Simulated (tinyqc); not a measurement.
Inside a calculation. Model: capacitance of parallel on-chip lines from Laplace's equation on a mesh.

Computed by the program tinyqc: `OMP_NUM_THREADS=1 python tinyqc.py 2790184 2790185 out.jsonl`, one thread of a shared Intel Xeon 2.30GHz, about 0.6 s for the whole run. Printed values are rounded.

Cross-section of an endless row of equal lines between two grounded planes; neighbours are driven in antiphase (+1 V and -1 V), so the plane midway between two lines is at 0 V. By symmetry one quarter is solved: x runs from the centre of a line (column 0, mirror) to that midplane (column 4, 0 V), y from the mid-height of the line (row 0, mirror) to the ground plane (row 4, 0 V). The line fills columns 0 to 2 and rows 0 to 2 at 1 V. Cells beside the line (below row 2) have e2, cells above have e1. Each link between nodes has the conductance g = mean permittivity of the two cells beside it (a cell beyond a mirror counts as 0), and the free nodes obey sum g (V_neighbour - V) = 0.

Values chosen for this exercise: relative permittivity above and below the lines e1 = 4.2; relative permittivity between the lines e2 = 1; over-relaxation factor om = 1.

Constants: eps0 = 8.8541878128e-12 F/m. Results are converted to the units shown.

## Link conductances

gx[j, i] joins node (row j, column i) to column i + 1, gy[j, i] to row j + 1.

gx:
```
       col 0  col 1  col 2  col 3
row 0    0.5    0.5    0.5    0.5
row 1      1      1      1      1
row 2    2.6    2.6    2.6    2.6
row 3    4.2    4.2    4.2    4.2
row 4    2.1    2.1    2.1    2.1
```

gy:
```
       col 0  col 1  col 2  col 3  col 4
row 0    0.5      1      1      1    0.5
row 1    0.5      1      1      1    0.5
row 2    2.1    4.2    4.2    4.2    2.1
row 3    2.1    4.2    4.2    4.2    2.1
```

## Iteration 1: relaxation sweep

V at the start (V):
```
       col 0  col 1  col 2  col 3  col 4
row 0      1      1      1      0      0
row 1      1      1      1      0      0
row 2      1      1      1      0      0
row 3      0      0      0      0      0
row 4      0      0      0      0      0
```

One sweep visits the free nodes row by row from row 0, left to right, and replaces V by V + om (weighted mean of the neighbours - V), using new values at once.

V after sweep 1 (V):
```
         col 0    col 1    col 2    col 3    col 4
row 0  1.00000  1.00000  1.00000  0.25000  0.00000
row 1  1.00000  1.00000  1.00000  0.31250  0.00000
row 2  1.00000  1.00000  1.00000  0.28005  0.00000
row 3  0.25000  0.31250  0.32812  0.15204  0.00000
row 4  0.00000  0.00000  0.00000  0.00000  0.00000
```

## Iteration 2: relaxation sweep

As before.

V after sweep 2 (V):
```
         col 0    col 1    col 2    col 3    col 4
row 0  1.00000  1.00000  1.00000  0.40625  0.00000
row 1  1.00000  1.00000  1.00000  0.42157  0.00000
row 2  1.00000  1.00000  1.00000  0.35194  0.00000
row 3  0.40625  0.43359  0.39641  0.18709  0.00000
row 4  0.00000  0.00000  0.00000  0.00000  0.00000
```

## Course of the relaxation

Stop when no node changes by 1e-7 V. C = 4 eps0 sum g (difference of V along the link)^2, in aF/um.

Course of the iteration:
```
sweep  C (aF/um)  largest change (V)
1        315.420               0.328
2        290.608               0.156
3        288.228              0.0605
4        288.064              0.0161
5        288.053             4.12e-3
6        288.053             1.04e-3
7        288.053             2.62e-4
8        288.053             6.54e-5
9        288.053             1.63e-5
10       288.053             4.08e-6
11       288.053             1.02e-6
12       288.053             2.55e-7
13       288.053             6.38e-8
```

Converged in 13 sweeps. Over the last four sweeps the change shrinks by about 0.25 a sweep. C comes down from above, since the solution minimises the energy.

## Capacitance per length

converged V (V):
```
         col 0    col 1    col 2    col 3    col 4
row 0  1.00000  1.00000  1.00000  0.48211  0.00000
row 1  1.00000  1.00000  1.00000  0.46422  0.00000
row 2  1.00000  1.00000  1.00000  0.37475  0.00000
row 3  0.48840  0.47680  0.41880  0.19839  0.00000
row 4  0.00000  0.00000  0.00000  0.00000  0.00000
```

C = 4 eps0 sum g (difference of V)^2 over all links (twice the energy of the four quarters, line at 1 V). Plate estimate without fringing: eps0 [2 e1 w/hd + 2 e2 t/(s/2)], w = 4 hx, t = 4 hx, s/2 = 2 hx, hd = 2 hx.

C = 288.053 aF/um
plate estimate = 184.167 aF/um

C depends on the shape only, not on the mesh step hx. Meshes 6, 12 and 24 times finer extrapolate (Aitken) to 259.6 aF/um; this mesh is 11 % above that, and the plate estimate is 29 % below it.
